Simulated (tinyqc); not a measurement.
Band bending at a free surface with a continuum of surface states, surface photovoltage and Kelvin probe: two steps of the calculation.

n-type bulk, xi = Ec - EF = Vt ln(Nc/Nd), p0 = ni^2/Nd, ni = sqrt(Nc Nv) exp(-Eg/(2 Vt)), Eg in volts. b is the upward band bending, u = b/Vt. Space charge per area, in units of q: Qc = sign(b) sqrt((2 eps0 eps_r Vt/q) [(Nd + dn)(exp(-u) - 1) + Nd u + (p0 + dn)(exp(u) - 1)]), with dn the excess density under light (flat quasi-Fermi levels; 0 in the dark). The states hold -Ds (E0 - xi - b): negative while the Fermi level lies above the neutrality level. Neutrality: Qc + Qf + (charge of the states) = 0.

Parameters, values chosen for the exercise; band and dielectric values close to those of silicon: temperature T = 300 K; band gap Eg = 1.14 eV; relative permittivity eps_r = 11.5; conduction-band density of states at T Nc = 2.78e19 cm^-3; valence-band density of states at T Nv = 2.65e19 cm^-3; electron affinity chi = 4.01 eV; donor density Nd = 1.6e15 cm^-3; fixed positive charge at the surface Qf = 4.2e10 cm^-2; density of surface states Ds = 5.7e12 cm^-2 eV^-1; depth of their neutrality level below the conduction edge E0 = 0.41 eV.

Constants: q = 1.602176634e-19 C, kB = 1.380649e-23 J/K, Vt = kB T/q, eps0 = 8.8541878128e-14 F/cm where lengths are in cm. Results are converted to the units shown.

Question 1. Bulk quantities. xi, ni, p0, the Debye length sqrt(eps0 eps_r Vt/(q Nd)) and the flat-band work function chi + xi.

Wanted: xi; ni; p0; Debye length; chi + xi.

Answer 1.

xi = 0.2524 eV
ni = 7.212e9 cm^-3
p0 = 3.251e4 cm^-3
Debye length = 101.3 nm
chi + xi = 4.262 eV

Question 2. Band bending in the dark. Fixed-point step: b(new) = E0 - xi - (Qc(b) + Qf)/Ds.

b after iteration 1 = 0.14216334 V

Find: b after iteration 2.

Answer 2.

b after iteration 2 = 0.1417 V

tinyqc, about 0.01 s, one thread, Intel Xeon 2.30GHz (shared host): `OMP_NUM_THREADS=1 python tinyqc.py 2430154 2430155 out.jsonl`
